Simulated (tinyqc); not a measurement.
# A square-lattice strip 3 sites wide, recursive Green functions: what changes with what

The device has N = 3 slices of 3 site(s), nearest-neighbour hopping -t, and site energies U; the leads are semi-infinite continuations with site energy 0. V = <i+1|H|i> = -t 1.

Inputs (values chosen for the exercise): hopping (matrix element -t) t = 1 eV; site energies, slice by slice (3 a slice) U = [-0.01, 0.09, 0.17, -0.24, -0.17, 0.1, 0.14, 0.24, -0.22] eV; energy E = 1.15 eV.

Each table varies one quantity; the others keep the values above.

## Transmission against energy

Transverse modes n = 1..3: chi_n(j) = sqrt(2/4) sin(pi n j/4), energy e_n = -2 t cos(pi n/4). Sigma = t^2 sum_n chi_n chi_n^T g(E - e_n), g(x) = (x - i sqrt(4 t^2 - x^2))/(2 t^2) for |x| < 2 t and (x - sign(x) sqrt(x^2 - 4 t^2))/(2 t^2) otherwise; Gamma = i (Sigma - Sigma^dagger); both leads give the same. Forward pass: g_1 = (E - H_1 - Sigma)^(-1), g_i = (E - H_i - V g_(i-1) V^dagger)^(-1), with Sigma also subtracted on the last slice; G_(i,1) = g_i V G_(i-1,1), starting from g_1. H_i is the block of slice i: its site energies on the diagonal and -t between neighbouring rows. T(E) = Tr[Gamma G_(N,1) Gamma G_(N,1)^dagger].

Results:
```
E (eV)  open modes    T(E)  T(E) per open mode
-3.31            1  0.9998              0.9998
-2.76            1  0.9904              0.9904
-2.21            1  0.9836              0.9836
-1.66            2   1.918              0.9589
-1.1             2   1.949              0.9745
-0.55            3   2.724              0.9081
0.55             3   2.760              0.9200
1.1              2   1.950              0.9748
1.66             2   1.925              0.9625
2.21             1  0.9801              0.9801
2.76             1  0.9916              0.9916
3.31             1  0.9952              0.9952
```

Estimate the missing row, E = 0 eV.

Computed row:
```
E (eV)  open modes   T(E)  T(E) per open mode
0                3  2.884              0.9613
```

With this row back in the table: T(E) lies between 0.980 (E = 2.21 eV) and 2.88 (E = 0 eV) in these rows. The leads offer 1 to 3 open mode(s), of which the mean share 0.97 is transmitted.

## Effect of the strength of the potential

Same model as above.

All U are multiplied by the factor sc.

Results:
```
sc     T(E)  reflection, modes - T(E)
0     2.000                         0
0.25  1.997                  0.003363
0.5   1.987                   0.01333
0.75  1.970                   0.02960
1.25  1.921                   0.07921
1.5   1.889                    0.1114
1.75  1.852                    0.1475
2     1.813                    0.1870
```

Estimate the missing row, sc = 1.

Computed row:
```
sc   T(E)  reflection, modes - T(E)
1   1.948                   0.05175
```

With this row back in the table: T(E) falls from 2.00 to 1.81. At sc = 0 the device equals the leads and transmits all 2 open mode(s). Between the first two non-zero rows the reflection goes as sc^(1.99); weak scattering gives sc^2.

tinyqc, about 0.01 s, one thread, Intel Xeon 2.30GHz (shared host): `OMP_NUM_THREADS=1 python tinyqc.py 2660019 2660020 out.jsonl`
